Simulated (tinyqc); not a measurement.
Inside a calculation. Model: current crowding under a contact, resistor ladder against the transmission-line model.

Computed by the program tinyqc: `OMP_NUM_THREADS=1 python tinyqc.py 2760046 2760047 out.jsonl`, one thread of a shared Intel Xeon 2.30GHz, about 0.01 s for the whole run. Printed values are rounded.

A metal contact of length d and width W on a thin layer of the same width. The metal has no resistance, the sheet resistance under it equals Rsh, and current enters the layer at the front edge x = 0.

Values chosen for this exercise:
- Rsh = 4600 ohm/sq (sheet resistance of the semiconductor layer)
- rc = 2.6e-5 ohm cm^2 (specific contact resistivity)
- d = 1.7 um (contact length)
- W = 6.8 um (contact width)
- n = 10 (cells)
- I = 0.5 mA (current)

## Conductances of the ladder

Cut the contact into n cells of length hc = d/n. Neighbouring cell centres are joined by a = W/(Rsh hc), each centre joins the metal (0 V) by g = W hc/rc, and I enters cell 1 through half a cell: -a v_(i-1) + b_i v_i - a v_(i+1) = I for i = 1 and 0 otherwise, b_i = g + 2 a (g + a at both ends). Rc = v_1/I + 1/(2 a).

a = 0.00869565 S
g = 4.44615e-4 S
b_i, cell 1 to 10 (S): 0.00914027  0.0178359  0.0178359  0.0178359  0.0178359  0.0178359  0.0178359  0.0178359  0.0178359  0.00914027

## Voltages and the share of the current

Cut the contact into n cells of length hc = d/n. Neighbouring cell centres are joined by a = W/(Rsh hc), each centre joins the metal (0 V) by g = W hc/rc, and I enters cell 1 through half a cell: -a v_(i-1) + b_i v_i - a v_(i+1) = I for i = 1 and 0 otherwise, b_i = g + 2 a (g + a at both ends). Rc = v_1/I + 1/(2 a). Cell i passes g v_i to the metal.

```
cell  v_i (mV)  share of the current (%)
1      232.834                   20.7043
2      187.239                   16.6499
3      151.218                   13.4467
4      122.928                   10.9312
5      100.924                    8.9745
6       84.080                    7.4767
7       71.536                    6.3612
8       62.649                    5.5709
9       56.965                    5.0655
10      54.194                    4.8191
```

Rc of the ladder = 523.168 ohm

The first cell passes 20.7 % of the current and the last 4.82 %; an even spread would give 10.0 % each.

## The transmission-line result

Transfer length Lt = sqrt(rc/Rsh); front resistance Rc = (Rsh Lt/W) coth(d/Lt); end resistance Re = (Rsh Lt/W)/sinh(d/Lt). v(x) = I (Rsh Lt/W) cosh((d - x)/Lt)/sinh(d/Lt) at the cell centres x = (i - 1/2) d/n.

Lt = 0.751809 um
Rc = 519.747 ohm
Re = 107.176 ohm
v(x), cell 1 to 10 (mV): 232.725  187.053  150.985  122.671  100.655  83.808  71.265  62.381  56.700  53.931

The ladder's Rc is 0.66 % above this value, with cells 0.23 Lt long.
